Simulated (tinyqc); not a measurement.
Comparisons within one model: hole subbands of a hard-walled well, four-band Luttinger model. A value that a table varies takes the place of the one given here.

Hole energies are counted downwards from the unstrained band edge, c = hbar^2/2m0. After the usual block transformation one block is H = [[P + Q - Zs, R - i S], [R + i S, P - Q + Zs]] in (heavy, light), with P +/- Q = c [(g1 +/- g2) k^2 + (g1 -/+ 2 g2) kz^2], R = sqrt(3) c gR k^2, S = 2 sqrt(3) c g3 k kz, kz = -i d/dz; axial approximation gR = (g2 + g3)/2. Zs = b (e_par - e_perp) is the shear part of the strain (the hydrostatic part shifts all levels alike and is left out). Basis sqrt(2/L) sin(n pi z/L), n = 1 to N, for each component: kz^2 gives (n pi/L)^2 and the heavy-light block is R delta_nm - 2 sqrt(3) c g3 k D_nm with D_nm = 4 n m/(L (n^2 - m^2)) for n + m odd, 0 otherwise. The other block has the same levels. The split-off band is left out.

Constants: hbar^2/2m0 = 3.80998211 eV angstrom^2.

Inputs chosen for the exercise (near those of Ge; shifted at random, so the results belong to these values and not to a real crystal): g1 = 13.37 (Luttinger gamma1); g2 = 4.21 (gamma2); g3 = 5.7 (gamma3); L = 60 angstrom (well width along [001]); k = 0.0271 1/angstrom (wave vector in the plane); Zlist = (-0.2051, -0.1155, -0.0656, -0.0224, 0, 0.0697, 0.183) eV (shear strain energies (negative: tension in the plane, for b < 0)).

## Which coupling does what

shear strain energy Zs = 0.037417 eV
N = 20, at the given k. Diagonal: R = S = 0. Along [100] and [110] gR is g2 and g3 instead of their mean.

Hole energies (meV):
```
model        E1      E2      E3      E4
diagonal  63.48  218.59  290.65  477.11
R alone   60.97  217.83  293.16  476.76
S alone   53.54  146.83  343.15  413.17
axial     50.78  147.43  344.54  412.93
[100]     51.54  147.27  344.15  413.00
[110]     49.91  147.60  344.99  412.85
```

What does this show, and why?

The couplings move E1 by -12.69 meV: R alone by -2.51, S alone by -9.94, so S matters more at k L/pi = 0.52 (R grows as k^2 and joins equal n, S as k and joins n of opposite parity). Warping spreads E1 by 1.63 meV between [100] and [110], the hole being heavier along [110]; the axial value lies between them.

## Strain

N = 20. dE is the rise of the top subband from k = 0 to k1 = pi/(4L), m1 = c k1^2/dE (dash if dE is not positive), and the heavy weight is taken at k = pi/L.

Top subband:
```
Zs (eV)  HH1 (meV)  LH1 (meV)  dE (meV)  heavy weight  m1 (m0)
-0.2051      256.8       22.5     0.639         0.144    1.022
-0.1155      167.2      112.1    -3.554         0.261        -
-0.0656      117.3      162.0     7.673         0.373    0.085
-0.0224       74.1      205.2     8.703         0.501    0.075
0.0000        51.7      227.6     8.905         0.575    0.073
0.0697       -18.0      297.3     9.319         0.786    0.070
0.1830      -131.3      410.6     9.733         0.924    0.067
```

How do the results move?

HH1 and LH1 cross at Zs = -2 c g2 (pi/L)^2 = -0.0879 eV; for more negative Zs the light hole is on top. Among the rows with HH1 on top, m1 goes from 0.085 to 0.067 m0 as the splitting widens from 45 to 542 meV, against the unmixed 1/(g1 + g2) = 0.057: compression lightens the holes here. A dash marks a top subband whose hole energy at k1 lies below that at k = 0: an electron-like (negative) mass. m1 describes the neighbourhood of k = 0 only; where HH1 and LH1 lie close, the band may peak further out.

## Size of the sine basis

The four lowest hole energies at the given k for growing N.

Hole energies (meV):
```
N       E1       E2       E3       E4
2   51.809  157.808  353.418  983.141
3   51.153  148.228  349.009  429.862
4   50.941  148.218  345.197  414.335
6   50.834  147.642  344.753  413.339
10  50.795  147.469  344.586  413.014
20  50.784  147.429  344.540  412.931
40  50.783  147.424  344.533  412.920
80  50.783  147.424  344.532  412.918
```

Is N = 3 enough for 1 meV in the two lowest levels?

Yes: against N = 80, N = 3 errs by up to 0.80 meV in E1 and E2, always upwards, as a variational basis must. Both are within 0.1 meV of N = 80 from N = 10 on; N = 40 and N = 80 differ by 6.1e-04 meV at most.

Program tinyqc; command `OMP_NUM_THREADS=1 python tinyqc.py 1251130 1251131 out.jsonl`; about 0.1 s on one thread of a shared Intel(R) Xeon(R) Processor @ 2.30GHz.
